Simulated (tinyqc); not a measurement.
Hueckel theory of the pi electrons with the omega technique, for the molecule c1ccc(-c2ccccc2)cc1 (SMILES; centres numbered as the heavy atoms are written), step by step. One step of it, computed by the program tinyqc.

Question. Energy, charges, bond orders. E = sum n x; q_r = z_r - P_rr; bond order p = P_rs; free valence = sqrt(3) - sum of p over the bonds of the atom.

x values: 2.278414  1.891220  1.317431  1.000000  1.000000  0.704624  -0.704624  -1.000000  -1.000000  -1.317431  -1.891220  -2.278414

occupations: 2.000000  2.000000  2.000000  2.000000  2.000000  2.000000  0.000000  0.000000  0.000000  0.000000  0.000000  0.000000

charge and bond-order matrix P, lower triangle:
```
,1C,2C,3C,4C,5C,6C,7C,8C,9C,10C,11C,12C
1C,1.000000
2C,0.660128,1.000000
3C,0.000000,0.676614,1.000000
4C,-0.306900,0.000000,0.618763,1.000000
5C,0.000000,-0.041365,0.000000,0.369667,1.000000
6C,0.112086,0.000000,-0.145230,0.000000,0.618763,1.000000
7C,0.000000,0.008220,0.000000,-0.041365,0.000000,0.676614,1.000000
8C,-0.095646,0.000000,0.112086,0.000000,-0.306900,0.000000,0.660128,1.000000
9C,0.000000,0.008220,0.000000,-0.041365,0.000000,-0.323386,0.000000,0.660128,1.000000
10C,0.112086,0.000000,-0.145230,0.000000,0.618763,0.000000,-0.323386,0.000000,0.676614,1.000000
11C,0.000000,-0.323386,0.000000,0.618763,0.000000,-0.145230,0.000000,0.112086,0.000000,-0.145230,1.000000
12C,0.660128,0.000000,-0.323386,0.000000,-0.041365,0.000000,0.008220,0.000000,0.008220,0.000000,0.676614,1.000000
```

Centres:
```
centre,"z_r, pi electrons of the neutral centre",h
1C,1,0.000000
2C,1,0.000000
3C,1,0.000000
4C,1,0.000000
5C,1,0.000000
6C,1,0.000000
7C,1,0.000000
8C,1,0.000000
9C,1,0.000000
10C,1,0.000000
11C,1,0.000000
12C,1,0.000000
```

Bonds:
```
i,j,k
1,2,1
2,3,1
3,4,1
4,5,1
5,6,1
6,7,1
7,8,1
8,9,1
9,10,1
4,11,1
11,12,1
12,1,1
10,5,1
```

Give: pi energy = 12 alpha + this times beta; pi charges; Bond orders and lengths from R = 1.517 - 0.180 p; free valence of the carbons; gap between the highest filled and the next level.

Answer.

pi energy = 12 alpha + this times beta = 16.3834

pi charges: 1C 0.0000, 2C 0.0000, 3C 0.0000, 4C 0.0000, 5C 0.0000, 6C 0.0000, 7C 0.0000, 8C 0.0000, 9C 0.0000, 10C 0.0000, 11C 0.0000, 12C 0.0000

Bond orders and lengths from R = 1.517 - 0.180 p (angstrom, C-C alone):
```
bond,p,R
1-2,0.6601,1.3982
2-3,0.6766,1.3952
3-4,0.6188,1.4056
4-5,0.3697,1.4505
5-6,0.6188,1.4056
6-7,0.6766,1.3952
7-8,0.6601,1.3982
8-9,0.6601,1.3982
9-10,0.6766,1.3952
4-11,0.6188,1.4056
11-12,0.6766,1.3952
12-1,0.6601,1.3982
10-5,0.6188,1.4056
```

free valence of the carbons: 1C 0.4118, 2C 0.3953, 3C 0.4367, 4C 0.1249, 5C 0.1249, 6C 0.4367, 7C 0.3953, 8C 0.4118, 9C 0.3953, 10C 0.4367, 11C 0.4367, 12C 0.3953

gap between the highest filled and the next level = 1.4092 |beta|
